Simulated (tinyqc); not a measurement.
Hueckel theory of the pi electrons with the omega technique, for the molecule BC(=C)O (SMILES; centres numbered as the heavy atoms are written), step by step. Computed by tinyqc, a small Python program that keeps every step. Settings: charge = 0, omega = 1.0, damping = 0.5. Command: `OMP_NUM_THREADS=1 python tinyqc.py 29157 29158 out.jsonl` (the two numbers bound the seeds that draw the settings). One thread of a shared host (Intel(R) Xeon(R) Processor @ 2.60GHz), about 0.01 s of CPU time with the checks.

## The Hueckel matrix

Centres:
```
centre  z_r, pi electrons of the neutral centre         h
1B                                            0  -0.92000
2C                                            1   0.00000
3C                                            1   0.00000
4O                                            2   1.80000
```

Bonds:
```
i  j        k
1  2  0.71000
2  3        1
2  4  0.90000
```

H_rr = alpha + h_r beta, H_rs = k_rs beta for bonded centres.

Hueckel matrix in units of beta (H = alpha + beta A), lower triangle:
```
          1B       2C       3C       4O
1B  -0.92000
2C   0.71000  0.00000
3C   0.00000  1.00000  0.00000
4O   0.00000  0.90000  0.00000  1.80000
```

## Orbitals, round 1

pi electrons, sum of z_r less the charge = 4

Diagonalise; E = alpha + x beta with beta < 0, so the largest x are filled first; degenerate levels share their electrons. P = sum n_i c_ri c_si; each orbital has its largest coefficient positive (the first on a tie).

x values: 2.28076  0.78124  -0.58022  -1.60179

occupations: 2.00000  2.00000  0.00000  0.00000

coefficients:
```
        MO1       MO2       MO3       MO4
1B  0.10182   0.22017   0.71757   0.65288
2C  0.45903   0.52756   0.34341  -0.62694
3C  0.20126   0.67528  -0.59186   0.39140
4O  0.85931  -0.46606  -0.12985   0.16587
```

charge and bond-order matrix P, lower triangle:
```
          1B       2C        3C       4O
1B   0.11769
2C   0.32578  0.97804
3C   0.33834  0.89726   0.99301
4O  -0.03023  0.29716  -0.28354  1.91126
```

## Omega technique, round 1

h_r = h_r(0) + omega q_r, omega = 1, with q_r = z_r - P_rr; 0.5 of the old diagonal is kept.

matrix after round 1, lower triangle:
```
          1B       2C       3C       4O
1B  -0.97884
2C   0.71000  0.01098
3C   0.00000  1.00000  0.00349
4O   0.00000  0.90000  0.00000  1.84437
```

## Orbitals, round 2

As before.

x values: 2.31556  0.79262  -0.60630  -1.62188

occupations: 2.00000  2.00000  0.00000  0.00000

coefficients:
```
        MO1       MO2       MO3       MO4
1B  0.09754   0.21427   0.69795   0.67635
2C  0.45259   0.53462   0.36622  -0.61256
3C  0.19575   0.67748  -0.60056   0.37687
4O  0.86448  -0.45748  -0.13449   0.15905
```

charge and bond-order matrix P, lower triangle:
```
          1B       2C        3C       4O
1B   0.11086
2C   0.31740  0.98132
3C   0.32852  0.90158   0.99460
4O  -0.02741  0.29336  -0.28142  1.91323
```

## Omega technique, round 2

As before.

matrix after round 2, lower triangle:
```
          1B       2C       3C       4O
1B  -1.00485
2C   0.71000  0.01483
3C   0.00000  1.00000  0.00445
4O   0.00000  0.90000  0.00000  1.86557
```

## Convergence

Each round sets h_r = h_r(0) + omega (z_r - P_rr), keeping the share named as damping of the old diagonal; repeat until output and input diagonals agree to 1e-6.

Rounds:
```
round  sum n x  largest |h(out) - h(in)|
1      6.12401                  1.18e-01
2      6.21637                  5.20e-02
3      6.25882                  2.33e-02
4      6.27842                  1.05e-02
5      6.28749                  4.72e-03
6      6.29169                  2.17e-03
7      6.29364                  1.03e-03
8      6.29455                  4.88e-04
9      6.29497                  2.31e-04
10     6.29516                  1.09e-04
11     6.29525                  5.17e-05
12     6.29530                  2.44e-05
13     6.29532                  1.15e-05
14     6.29533                  5.43e-06
15     6.29533                  2.56e-06
16     6.29533                  1.21e-06
17     6.29533                  5.68e-07
```

Converged in 17 rounds.

## Energy, charges, bond orders

final x values: 2.34673  0.80094  -0.62684  -1.64083

occupations: 2.00000  2.00000  0.00000  0.00000

final P, lower triangle:
```
          1B       2C        3C       4O
1B   0.10603
2C   0.31125  0.98339
3C   0.32139  0.90490   0.99542
4O  -0.02554  0.28982  -0.27900  1.91516
```

E = sum n x; q_r = z_r - P_rr; bond order p = P_rs; free valence = sqrt(3) - sum of p over the bonds of the atom.

pi energy = 4 alpha + this times beta = 6.29533

pi charges: 1B -0.10603, 2C 0.01661, 3C 0.00458, 4O 0.08484

Bond orders and lengths from R = 1.517 - 0.180 p (angstrom, C-C alone):
```
bond        p        R
1-2   0.31125        -
2-3   0.90490  1.35412
2-4   0.28982        -
```

free valence of the carbons: 2C 0.22607, 3C 0.82715

gap between the highest filled and the next level = 1.42778 |beta|
